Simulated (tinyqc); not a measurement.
In-plane mass from two subband densities.

Problem. At zero temperature each occupied subband holds N_k = D (EF - E_k), D = md m0 q/(pi hbar^2) per eV. Two subbands are occupied. Find md, EF - E1 and EF - E2.

Constants: q = 1.602176634e-19 C, hbar = 1.054571817e-34 J s, m0 = 9.1093837015e-31 kg. Results are converted to the units shown.

N1, N2 (cm^-2): 1.0995213e12  4.7e11
E2 - E1 = 27.4 meV

Answer. N1 - N2 = D (E2 - E1) gives D and so md; each N_k/D is a distance to EF.

md = 0.05500 m0
EF - E1 = 47.86 meV
EF - E2 = 20.46 meV

Program tinyqc, `OMP_NUM_THREADS=1 python tinyqc.py 2140141 2140142 out.jsonl`; Intel Xeon 2.30GHz, shared host, one thread, about 0.3 s.
